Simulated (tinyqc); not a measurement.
Phonon-assisted absorption at an indirect gap: sweeps and comparisons. A value that a table varies takes the place of the one given here.

alpha(E) = sum_j A_j [N_j (E - Eg + w_j)^2 + (N_j + 1)(E - Eg - w_j)^2], each bracket counted only where its base is positive; N_j = 1/(exp(w_j/kB T) - 1). The first term absorbs a phonon and the second emits one; excitons and direct transitions are left out.

Photodiode (Gaertner form with a dead layer): QE = (1 - R) exp(-alpha xj) [1 - exp(-alpha W)/(1 + alpha L)], R = ((nr - 1)/(nr + 1))^2; responsivity = QE/E in A/W for E in eV.

Constants: kB = 8.617333262e-05 eV/K.

Values chosen for the exercise (loosely those of GaP at room temperature; Eg is not tied to T; not measured data): Eg = 2.271 eV (indirect gap, held fixed unless listed); w = (46.2, 12.7) meV (two zone-edge phonons); A = (5300, 1200) 1/(cm eV^2) (their strengths); T = 200 K; nr = 3.36 (refractive index); xj = 0.12 micrometre (dead layer at the surface); W = 1.2 micrometre (depleted width); L = 130 micrometre (minority diffusion length below it); E = 2.771 eV (photon energy).

## The square root of alpha at three temperatures

The gap is held fixed, so only the phonon occupations change.

sqrt(alpha) (1/cm^(1/2)):

| E - Eg (eV) | 4 K | 150 K | 450 K |
|---|---|---|---|
| -0.04 | 0.000 | 0.077 | 0.298 |
| -0.02 | 0.000 | 0.324 | 1.260 |
| 0.00 | 0.000 | 0.665 | 2.331 |
| 0.02 | 0.253 | 1.241 | 3.698 |
| 0.04 | 0.946 | 2.135 | 5.384 |
| 0.07 | 2.635 | 4.045 | 8.416 |
| 0.10 | 4.948 | 6.541 | 11.981 |
| 0.15 | 8.929 | 10.945 | 18.276 |
| 0.20 | 12.941 | 15.428 | 24.720 |
| 0.30 | 20.987 | 24.456 | 37.749 |
| 0.45 | 33.071 | 38.043 | 57.405 |
| 0.60 | 45.160 | 51.646 | 77.104 |

Below the gap only phonon absorption acts: at E - Eg = -0.02 eV sqrt(alpha) is 0.000, 0.324 and 1.260 at 4, 150 and 450 K. A straight line through the last two rows meets the axis at E - Eg = +0.0397, +0.0305 and +0.0129 eV: the intercept is roughly a weighted mean of the thresholds, not the gap, and it moves from the emission side towards Eg as the occupations grow. At the last row alpha grows by a factor 2.92 from the lowest to the highest temperature at fixed gap.

## Spectral response

Response:

| E (eV) | wavelength (nm) | alpha (1/cm) | 1/alpha (micrometre) | dead layer | collected | QE | A/W |
|---|---|---|---|---|---|---|---|
| 2.29 | 541 | 2.86 | 3.50e+03 | 1.000 | 0.036 | 0.026 | 0.011 |
| 2.33 | 532 | 15.8 | 631 | 1.000 | 0.172 | 0.122 | 0.052 |
| 2.39 | 519 | 85.9 | 116 | 0.999 | 0.532 | 0.376 | 0.157 |
| 2.47 | 502 | 286 | 35.0 | 0.997 | 0.795 | 0.560 | 0.227 |
| 2.57 | 482 | 706 | 14.2 | 0.992 | 0.910 | 0.638 | 0.248 |
| 2.72 | 456 | 1.69e+03 | 5.91 | 0.980 | 0.964 | 0.668 | 0.246 |
| 2.92 | 425 | 3.67e+03 | 2.72 | 0.957 | 0.987 | 0.668 | 0.229 |
| 3.17 | 391 | 7.21e+03 | 1.39 | 0.917 | 0.996 | 0.646 | 0.204 |
| 3.47 | 357 | 1.30e+04 | 0.768 | 0.855 | 0.999 | 0.604 | 0.174 |
| 3.87 | 320 | 2.34e+04 | 0.427 | 0.755 | 1.000 | 0.534 | 0.138 |

QE is highest, 0.668, at 2.72 eV of those listed and the responsivity at 2.57 eV; reflection alone caps QE at 0.707. Near the gap weak absorption limits it (collected share 0.036); at the top the dead layer passes 0.755. Far above the gap the quadratic law and a constant index are only rough; in the real crystal direct transitions take over near 2.8 eV, so the rows above that understate alpha.

## What moves the response

At the energy E. Each row changes one parameter from the base and keeps the others.

Results:

| case | alpha (1/cm) | QE |
|---|---|---|
| base | 2124 | 0.6706 |
| Eg = 2.251 eV | 2307 | 0.6709 |
| T = 250 K | 2479 | 0.6709 |
| W = 2.4 micrometre | 2124 | 0.6748 |
| L = 65 micrometre | 2124 | 0.6531 |
| xj = 0.24 micrometre | 2124 | 0.6537 |
| nr = 3.53 | 2124 | 0.6526 |

The largest shifts from the base row, up to three for each result and ties (the steps differ in size, so this ranks the rows, not the parameters). alpha (1/cm): T +354, Eg +183; unchanged at the printed digits by W, L, xj and nr. QE: nr -0.0180, L -0.0174, xj -0.0169.

Computed by tinyqc, a small Python program: `OMP_NUM_THREADS=1 python tinyqc.py 1650343 1650344 out.jsonl` (the numbers bound the seed that draws the inputs); one thread of a shared host (Intel(R) Xeon(R) Processor @ 2.30GHz), about 0.01 s for the whole set of steps.
